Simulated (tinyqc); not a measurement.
Floating body of a partially depleted SOI transistor: body voltage and kink: two steps of the calculation.

Source at 0 V. Channel current Ic = 2 nf K Vt^2 [F(0) - F(Vd)](1 + la Vd), F(V) = ln^2(1 + exp((Vg - VT - nf V)/(2 nf Vt))), VT = VT0 - gb Vb. Saturation voltage Vs = 2 Vt sqrt(F(0)) + 3 Vt, excess Ve = (Vd - Vs + sqrt((Vd - Vs)^2 + 0.0004 V^2))/2, multiplication M1 = Ai Ve exp(-Bl/Ve). Each junction passes D(v) = J1 (exp(v/Vt) - 1) + J2 (exp(v/(2 Vt)) - 1). Bipolar current Ib = bb J1 (exp(Vb/Vt) - 1). The body settles where M1 (Ic + Ib) = D(Vb) + D(Vb - Vd) + Vb/Rb; drain current Id = (1 + M1)(Ic + Ib) - D(Vb - Vd).

Values chosen for this exercise; values of the order met in partially depleted silicon-on-insulator transistors:
- T = 300 K (temperature)
- VT0 = 0.47 V (threshold at zero body voltage)
- gb = 0.23 (fall of the threshold per volt of body voltage)
- nf = 1.21 (slope factor)
- K = 130 uA/(V^2 um) (gain factor per width)
- la = 0.05 1/V (channel-length modulation factor)
- Ai = 1.33 1/V (impact-ionisation prefactor)
- Bl = 4.9 V (impact-ionisation voltage)
- J1 = 9e-12 uA/um (diffusion saturation current of each junction)
- J2 = 7.1e-9 uA/um (recombination saturation current of each junction)
- bb = 1 (gain of the lateral bipolar transistor on the diffusion current)
- Rb = 1e9 kohm um (resistance of a weak body tie to the source (1e9 stands for no tie, and the term is then dropped))
- Vg = 0.85 V (gate voltage)
- Vd = 1.3 V (drain voltage)

Constants: q = 1.602176634e-19 C, kB = 1.380649e-23 J/K, Vt = kB T/q. Results are converted to the units shown.

Task 1. New Vb. Current into the body I_in = M1 (Ic + Ib) - D(Vb - Vd), current out I_out = D(Vb) + Vb/Rb; f = ln(I_in/I_out), s = df/dVb by central differences over 1e-5 V, Vb(new) = Vb - f/s.

Vb at the start = 0.63 V

Give: Ic; Ve; M1; I_in; I_out; f; s; Vb after iteration 1.

Result 1.

Ic = 15.764 uA/um
Ve = 0.78876 V
M1 = 0.0021029
I_in = 0.033875 uA/um
I_out = 0.34636 uA/um
f = -2.3248
s = -38.656 1/V
Vb after iteration 1 = 0.56986 V

Task 2. Drain current with floating and with grounded body. Id and VT at the converged Vb, Id at Vb = 0, their ratio, and the bipolar share Ib/(Ic + Ib).

converged Vb = 0.57044883 V

Wanted: VT; Id, floating; Id, grounded; ratio; bipolar share.

Result 2.

VT = 0.33880 V
Id, floating = 15.021 uA/um
Id, grounded = 8.3129 uA/um
ratio = 1.8070
bipolar share = 0.22997 %

The body rises to 0.570 V and lowers the threshold by 131 mV.

Range of the model: The multiplication law is an empirical form chosen for the exercise; self-heating and capacitive coupling to the body are left out, and the linear laws are rough once Vb passes about 0.7 V or M1 about 0.1.

Program tinyqc, `OMP_NUM_THREADS=1 python tinyqc.py 2182036 2182037 out.jsonl`; Intel Xeon 2.30GHz, shared host, one thread, about 0.2 s.
